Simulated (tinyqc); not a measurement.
Hydrostatic strain: sp3s* tight binding, strained.

sp3s* tight binding, nearest neighbours only: anion (a) at 0, cation (c) at a/4 (1,1,1), orbitals s, px, py, pz, s* on each; k in units of 2 pi/a. With phases e_j = exp(i (pi/2) k.n_j) for n = (1,1,1), (1,-1,-1), (-1,1,-1), (-1,-1,1): g0 = (e1+e2+e3+e4)/4, g1 = (e1+e2-e3-e4)/4, g2 = (e1-e2+e3-e4)/4, g3 = (e1-e2-e3+e4)/4. The diagonal holds the levels Esa, Epa, Exa (s*) and Esc, Epc, Exc. Anion-cation block: <sa|sc> = Vss g0; <sa|xc> = Vsapc g1; <xa|sc> = -Vscpa g1; <xa|xc> = Vxx g0; <xa|yc> = <ya|xc> = Vxy g3, <xa|zc> = <za|xc> = Vxy g2, <ya|zc> = <za|yc> = Vxy g1; <s*a|xc> = Vxapc g1; <xa|s*c> = -Vpaxc g1; y and z take g2 and g3 in place of g1; s-s* and s*-s* vanish.

Strain e moves each bond vector to d = (1 + e) d0 (no internal displacement for the diagonal strains used here) and k is given in fractions of the strained reciprocal cell, so the phases stay. Two-centre values Vss_sigma = Vss/4, Vsp_sigma = sqrt3 V/4 for each s-p and s*-p pair, Vpp_sigma = (Vxx + 2 Vxy)/4, Vpp_pi = (Vxx - Vxy)/4 are scaled by (d0/d)^eta and combined with the new direction cosines; the levels on the diagonal stay.

Inputs chosen for the exercise (near a published set for GaAs, fitted to gaps, whose masses and valley positions are rough; the results hold for these values, not for the real material):
```
symbol  value   unit  meaning
Esa     -8.32   eV    s level of the anion
Epa     1.034   eV    p level of the anion
Esc     -2.676  eV    s level of the cation
Epc     3.69    eV    p level of the cation
Exa     8.556   eV    s* level of the anion
Exc     6.783   eV    s* level of the cation
Vss     -6.463  eV    s-s
Vxx     1.957   eV    px-px
Vxy     5.1     eV    px-py
Vsapc   4.466   eV    s anion, p cation
Vscpa   5.781   eV    s cation, p anion
Vxapc   4.807   eV    s* anion, p cation
Vpaxc   4.807   eV    p anion, s* cation
eta     2             scaling exponent
```

exx = eyy = ezz = e. Gaps as measured from the top of the valence band; the deformation potentials are (gap(0.01) - gap(-0.01))/0.06.

Gaps (eV):
```
e,Gamma,Delta,L,x of the minimum
-0.03,2.0338,2.0461,1.9203,1.000
-0.02,1.8695,2.0501,1.8419,1.000
-0.01,1.7107,2.0547,1.7661,1.000
0.00,1.5573,2.0598,1.6929,1.000
0.01,1.4090,2.0653,1.6222,1.000
0.02,1.2655,2.0713,1.5541,1.000
0.03,1.1268,2.0776,1.4883,1.000
```

gap deformation potentials (eV): Gamma -5.029, Delta 0.177, L -2.398

Per unit of volume strain the gaps move by -5.03 (Gamma), +0.18 (Delta) and -2.40 eV (L). The lowest valley changes from L to Gamma between e = -0.02 and -0.01. These potentials follow from the one exponent eta, which fitted models replace by one for each integral; with it the sizes are rough, the sign for Delta can be wrong (in Si, Ge and the III-V crystals measured values are small and positive), and the pressures at which valleys cross, and which valley takes over, are rough too. A gap of zero, where one is listed, marks an s level that has sunk below the valence top.

tinyqc: `OMP_NUM_THREADS=1 python tinyqc.py 1481708 1481709 out.jsonl`; about 0.1 s, one thread, shared Intel(R) Xeon(R) Processor @ 2.30GHz.
